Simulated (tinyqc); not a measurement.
## p-i-n power rectifier, conductivity modulation at high injection: forward voltage and stored charge against the temperature

A drift layer from x = -d to d (2 d = W) between ideal p+ and n+ emitters (no recombination in them). High injection, n = p, ambipolar diffusion with one lifetime; both mobilities scale as (T/300 K)^(-bt).

Nc and Nv are given at 450 K and scale as (T/450 K)^1.5; tau is held fixed. Triangular field at breakdown with Ec = Kc N^(1/8): BV = eps0 eps_r Ec^2/(2 q N), so N = (eps0 eps_r Kc^2/(2 q BV))^(4/3); W = 2 BV/Ec; mu = mud (T/300 K)^(-bt); rho = 1/(q mu N); ideal resistance rho W. Da = 2 mun mup Vt/(mun + mup), La = sqrt(Da tau), B = (mun - mup)/(mun + mup) with mun = mud (T/300 K)^(-bt), mup likewise; n(x) = (tau J/(2 q La)) [cosh(x/La)/sinh(d/La) - B sinh(x/La)/cosh(d/La)]. Ohmic drop: integral of J/(q (mun + mup) n); diffusion (Dember) drop Vt B ln(n(-d)/n(d)); both junctions together Vt ln(n(-d) n(d)/ni^2), ni = sqrt(Nc Nv) exp(-Eg/(2 Vt)), Eg in volts; V_F = the sum; stored charge q times the integral of n. Integrals on a fine grid. Peak reverse current if all stored charge left in a linear ramp without recombination (an upper bound): sqrt(2 a Q). Rows where n falls below the doping are left out.

Parameters, values chosen for the exercise; bulk values close to those of 4H silicon carbide:
- eps_r = 10 (relative permittivity)
- Kc = 22100 V/cm per (cm^-3)^(1/8) (critical-field constant)
- BV = 6600 V (rated breakdown voltage of the drift layer)
- mud = 828 cm^2/(V s) (drift mobility at 300 K)
- bt = 2.5 (temperature exponent of the drift mobility)
- mup = 108 cm^2/(V s) (hole mobility at 300 K)
- Eg = 3.34 eV (band gap)
- Nc = 3.12e19 cm^-3 (conduction-band density of states at the reference temperature)
- Nv = 4.59e19 cm^-3 (valence-band density of states at the reference temperature)
- J = 200 A/cm^2 (forward current density)
- a = 250 A/(cm^2 us) (ramp rate of the current at turn-off)
- tau = 1.4e-6 s (high-level lifetime)

Constants: q = 1.602176634e-19 C, kB = 1.380649e-23 J/K, Vt = kB T/q, eps0 = 8.8541878128e-14 F/cm where lengths are in cm. Results are converted to the units shown.

The same in every row: Q (uC/cm^2) = 280.0; sqrt(2 a Q) (A/cm^2) = 374.2.

Result of one run:
```
T (K)	d/La	drift drop, ohmic and diffusion (V)	junction drops (V)	V_F (V)	lowest n over N	J rho W (V)
250	1.290	0.05680	3.166	3.223	107.5	6.174
```

What becomes of these results when the temperature T is changed from 250 to 410 K, all else the same?

Result of the changed run:
```
T (K)	d/La	drift drop, ohmic and diffusion (V)	junction drops (V)	V_F (V)	lowest n over N	J rho W (V)
410	1.870	0.1998	3.011	3.211	74.81	21.26
```

The whole series:
```
T (K)	d/La	drift drop, ohmic and diffusion (V)	junction drops (V)	V_F (V)	lowest n over N	J rho W (V)
250	1.290	0.05680	3.166	3.223	107.5	6.174
290	1.442	0.08186	3.129	3.211	97.73	8.947
330	1.589	0.1134	3.090	3.204	89.15	12.36
370	1.732	0.1523	3.051	3.203	81.57	16.45
410	1.870	0.1998	3.011	3.211	74.81	21.26
450	2.005	0.2573	2.971	3.229	68.74	26.84
490	2.138	0.3261	2.931	3.257	63.25	33.20
```

V_F goes from 3.22 through a minimum of 3.20 (at T = 370 among the rows listed) to 3.26 V; the drift drop rises from 0.0568 to 0.326 V and the junction drops fall from 3.17 to 2.93 V.

Numbers from tinyqc (`OMP_NUM_THREADS=1 python tinyqc.py 2230064 2230065 out.jsonl`; about 0.01 s on one thread of a shared Intel Xeon 2.30GHz).
